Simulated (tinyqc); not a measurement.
All hoppings scaled: three-band tight binding of a dichalcogenide monolayer.

Values chosen for the exercise (near a published set for monolayer WS2; shifted at random, so the results belong to these values and not to a real crystal): e1 = 1.129 eV (level of dz2); e2 = 2.294 eV (level of dxy and dx2-y2); t0 = -0.206 eV (hopping); t1 = 0.571 eV (hopping); t2 = 0.546 eV (hopping); t11 = 0.286 eV (hopping); t12 = 0.389 eV (hopping); t22 = -0.061 eV (hopping); lam = 0.211 eV (spin-orbit constant).

The six hoppings are multiplied by f; e1, e2 and lam stay (real strain also moves e1 and e2, so this is no model of it). Closed forms: Ev(K) = e2 - (3/2)(t11 + t22) - 3 sqrt3 t12 + lam, Ec(K) = e1 - 3 t0, Ev(Gamma) = e1 + 6 t0.

Gaps (eV):
```
f,direct gap at K,Ev(K) - Ev(Gamma),Ec(K) - top of valence band
0.85,1.1543,0.4216,1.1543
0.90,1.3031,0.3655,1.3031
0.94,1.4222,0.3206,1.4222
0.97,1.5115,0.2869,1.5115
1.00,1.6008,0.2532,1.6008
1.03,1.6901,0.2195,1.6901
1.06,1.7794,0.1858,1.7794
1.10,1.8985,0.1409,1.8985
```

What does the comparison show?

The direct gap changes by +29.8 meV for each per cent of f. The top of the valence band stays at K over the range.

tinyqc: `OMP_NUM_THREADS=1 python tinyqc.py 1450648 1450649 out.jsonl`; about 0.01 s, one thread, shared Intel(R) Xeon(R) Processor @ 2.30GHz.
